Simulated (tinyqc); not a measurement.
What moves the results: ellipsoidal valleys in the axes of a wafer and a channel. A value that a table varies takes the place of the one given here.

Valleys with axes a along x, y and z, one whole valley each; inverse mass tensor w = 1/mt + (1/ml - 1/mt) a a. Device axes: z = nz/|nz|, x = nx/|nx|, y = z cross x; in them a = (ax, ay, az). Confinement mass mz = 1/w_zz. In the plane w_ij is replaced by u_ij = w_ij - w_iz w_jz/w_zz (i, j = x, y); density-of-states mass md = 1/sqrt(det u); conductivity mass along x mc = 1/u_xx; ballistic transport mass mx = u_yy/det u, width mass my = 1/u_yy.

Hard walls: E_n = c (n pi/t)^2/mz, c = hbar^2/2m0, n = 1, 2, 3. Non-degenerate share of a valley proportional to md sum_n exp(-E_n/kT); mean 1/mc = sum of share/mc. 1 nm = 10 angstrom.

Constants: hbar^2/2m0 = 3.80998211 eV angstrom^2; kB = 8.617333262e-05 eV/K.

Parameters, chosen for this exercise (near those of the X valleys of AlAs; shifted at random, so the results belong to these values and not to a real crystal): ml = 1.094 m0 (longitudinal mass); mt = 0.197 m0 (transverse mass); t = 8.8 nm (thickness of the film); T = 300 K (temperature); nz = (2, 1, 0) (surface normal (confinement)); nx = (0, 0, 1) (channel direction).

## Wafer and channel orientation

For each face/channel: the lowest ladder (mz, number of valleys, md, E1, share) and the mean conductivity mass over all valleys.

Results:

| face/channel | mz | valleys | md | E1 (meV) | share | mean mc |
|---|---|---|---|---|---|---|
| (100)/[011] | 1.094 | 1 | 0.197 | 4.4 | 0.448 | 0.2546 |
| (110)/[1-11] | 0.334 | 2 | 0.357 | 14.5 | 0.720 | 0.3339 |
| (110)/[1-10] | 0.334 | 2 | 0.357 | 14.5 | 0.720 | 0.3941 |
| (112)/[11-1] | 0.435 | 1 | 0.313 | 11.2 | 0.392 | 0.3448 |
| (110)/[001] | 0.334 | 2 | 0.357 | 14.5 | 0.720 | 0.2558 |
| (210)/[001] | 0.573 | 1 | 0.272 | 8.5 | 0.416 | 0.2550 |
| (113)/[1-10] | 0.599 | 1 | 0.266 | 8.1 | 0.420 | 0.2652 |

The mean conductivity mass is lowest, 0.2546, for (100)/[011] and highest, 0.3941, for (110)/[1-10]; the bulk value is 0.2711. The confinement energy is lowest on the face with the heaviest mz ((100), 4 meV). The density of states of the lowest ladder, valleys times md, runs between 0.197 and 0.713; a small value limits the charge through the quantum capacitance.

## Thickness of the film

Share of the lowest ladder and mean conductivity mass.

Results:

| t (nm) | lowest E1 (meV) | spread of E1 (meV) | share of the lowest ladder | mean mc |
|---|---|---|---|---|
| 2.0 | 164.2 | 313.0 | 1.000 | 0.1970 |
| 3.0 | 73.0 | 139.1 | 0.966 | 0.1982 |
| 4.0 | 41.0 | 78.3 | 0.805 | 0.2083 |
| 5.0 | 26.3 | 50.1 | 0.632 | 0.2242 |
| 7.0 | 13.4 | 25.6 | 0.467 | 0.2463 |
| 10.0 | 6.6 | 12.5 | 0.397 | 0.2584 |
| 14.0 | 3.4 | 6.4 | 0.353 | 0.2662 |

The spread falls as 1/t^2 and passes kT = 25.9 meV between t = 5 and 7 nm; the share of the lowest ladder goes from 1.000 to 0.353 and the mean mass goes from 0.1970 to 0.2662, against 0.2711 for equal shares, the limit of a thick film (the bulk value 3/(1/ml + 2/mt) is 0.2711). Three subbands a valley become too few once E3 nears kT. In the thinnest rows E1 (164 meV) is beyond the parabolic range.

## What each parameter does

Lowest E1, its share and the mean conductivity mass. Each row changes one parameter from the base and keeps the others.

Results:

| case | lowest E1 (meV) | share | mean mc (m0) |
|---|---|---|---|
| base | 8.48 | 0.4159 | 0.2550 |
| ml = 1.203 m0 | 8.16 | 0.4176 | 0.2562 |
| mt = 0.217 m0 | 8.03 | 0.4065 | 0.2809 |
| t = 7.92 nm | 10.47 | 0.4357 | 0.2515 |
| T = 330 K | 8.48 | 0.4083 | 0.2564 |

The largest shifts from the base row, up to three for each result and ties (the steps differ in size, so this ranks the rows, not the parameters). lowest E1 (meV): t +1.99, mt -0.45, ml -0.32; unchanged at the printed digits by T. share: t +0.0197, mt -0.0094, T -0.0076. mean mc (m0): mt +0.0258, t -0.0035, T +0.0014.

tinyqc: `OMP_NUM_THREADS=1 python tinyqc.py 1881004 1881005 out.jsonl`; about 0.01 s, one thread, shared Intel(R) Xeon(R) Processor @ 2.30GHz.
